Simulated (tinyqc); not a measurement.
Band filling: full bands against the rectangular model: Slater-Koster d bands of an fcc metal.

Slater-Koster d bands. For a bond with direction cosines (l, m, n) the 5 x 5 block is dds Ps + ddp Pp + ddd (1 - Ps - Pp), the projectors on sigma, pi and delta states about the bond; for instance <xy|xy> = 3 l^2 m^2 dds + (l^2 + m^2 - 4 l^2 m^2) ddp + (n^2 + l^2 m^2) ddd, <xy|yz> = 3 l m^2 n dds + l n (1 - 4 m^2) ddp + l n (m^2 - 1) ddd and <3z2-r2|3z2-r2> = (n^2 - (l^2 + m^2)/2)^2 dds + 3 n^2 (l^2 + m^2) ddp + (3/4)(l^2 + m^2)^2 ddd. H(k) sums the blocks times cos(k.R) over the neighbours; the d level is the zero of energy; k in 2 pi/a.

Neighbours: twelve at (a/2)(1,1,0) and equivalents.

Mesh: k = f1 b1 + f2 b2 + f3 b3 with fractions (j + 1/2)/N, j = 0 to N - 1, and b = (-1,1,1), (1,-1,1), (1,1,-1) for fcc, (0,1,1), (1,0,1), (1,1,0) for bcc, unit vectors for simple cubic. The lowest Nd/10 of all levels are filled with two electrons each; the bond energy is their sum per atom.

Parameters, chosen for this exercise (of the size met in Ru; not measured data): dds = -1.021 eV (dd sigma); ddp = 0.674 eV (dd pi); ddd = -0.143 eV (dd delta); N = 8 (mesh).

W = sqrt(12 mu2) with mu2 the mean square level on the mesh; rectangular model: Fermi level W (Nd/10 - 1/2), bond energy -W Nd (10 - Nd)/20. The Fermi level of the mesh is the highest filled level.

Per atom (eV):
```
Nd  EF, bands  bond energy, bands  EF, rectangle  bond energy, rectangle
1      -2.932              -3.661         -3.030                  -3.408
2      -2.291              -6.301         -2.272                  -6.059
3      -1.572              -8.245         -1.515                  -7.953
5       0.190              -9.534          0.000                  -9.468
6       1.008              -8.889          0.757                  -9.089
7       1.574              -7.527          1.515                  -7.953
8       2.230              -5.554          2.272                  -6.059
9       2.776              -3.007          3.030                  -3.408
```

Give the missing row, Nd = 4.

Computed row:
```
Nd  EF, bands  bond energy, bands  EF, rectangle  bond energy, rectangle
4      -0.588              -9.353         -0.757                  -9.089
```

W = 7.574 eV
full width on the mesh = 8.542 eV

The bond energy is deepest at Nd = 5 (-9.534 eV); the rectangle has its minimum at 5. The two differ most at Nd = 8, by 0.505 eV or 5 % of the deepest value: the second moment fixes the parabola, and higher moments the rest. At Nd = 3 and 7 the bands give -8.245 and -7.527 eV, a skew towards less than half filling.

Program tinyqc; command `OMP_NUM_THREADS=1 python tinyqc.py 1480902 1480903 out.jsonl`; about 0.03 s on one thread of a shared Intel(R) Xeon(R) Processor @ 2.30GHz.
